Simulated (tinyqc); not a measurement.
Frequency dispersion of an accumulation capacitance by border traps, distributed model: one step of the calculation.

Traps spread evenly through the insulator exchange electrons with the semiconductor by tunnelling, with tau(x) = t0 exp(2 ka x) at depth x from the interface. The admittance per area Y seen at depth x obeys dY/dx = -Y^2/(i w eps0 eox) + q Nb ln(1 + i w tau)/tau, with Y(0) = i w Cs and w = 2 pi f; the gate sees Y(tox) = G + i w C. Working variable y = Y/(i w), in uF/cm^2. Cox = eps0 eox/tox.

Question. Midpoint steps through the active depth. In terms of y: dy/dx = -y^2/(eps0 eox) + s(x), s = q Nb ln(1 + z)/z, z = i w tau. 11 midpoint steps of h = xe/11: y_half = y + (h/2) y'(x, y), y(new) = y + h y'(x + h/2, y_half).

Inputs (values chosen for the exercise); permittivity close to that of aluminium oxide: relative permittivity of the insulator eox = 8.53; semiconductor capacitance in accumulation Cs = 2.9 uF/cm^2; density of border traps Nb = 8.5e19 cm^-3 eV^-1; decay constant of the wave function in the insulator ka = 4.5 1/nm; time constant of a trap at the interface t0 = 5e-9 s; frequency f = 10000 Hz; depth down to which the steps are taken xe = 1.5 nm.

Constants: q = 1.602176634e-19 C, eps0 = 8.8541878128e-14 F/cm where lengths are in cm. Results are converted to the units shown.

Give: x; s; y.

Answer.

```
point   x (nm)  s (uF/(cm^2 nm))     y (uF/cm^2)
0            0    1.3619-0.0002i  2.9000+0.0000i
1      0.13636    1.3618-0.0007i  2.9321-0.0001i
2      0.27273    1.3618-0.0025i  2.9610-0.0002i
3      0.40909    1.3618-0.0085i  2.9869-0.0008i
4      0.54545    1.3610-0.0290i  3.0102-0.0028i
5      0.68182    1.3524-0.0979i  3.0307-0.0096i
6      0.81818    1.2644-0.3018i  3.0453-0.0319i
7      0.95455    0.8350-0.5438i  3.0280-0.0881i
8       1.0909    0.3303-0.4172i  2.9405-0.1456i
9       1.2273    0.1052-0.2062i  2.8164-0.1696i
10      1.3636    0.0315-0.0853i  2.6881-0.1706i
11      1.5000    0.0093-0.0323i  2.5665-0.1619i
```

Computed by the program tinyqc: `OMP_NUM_THREADS=1 python tinyqc.py 2202148 2202149 out.jsonl`, one thread of a shared Intel Xeon 2.30GHz, about 0.5 s for the whole run.
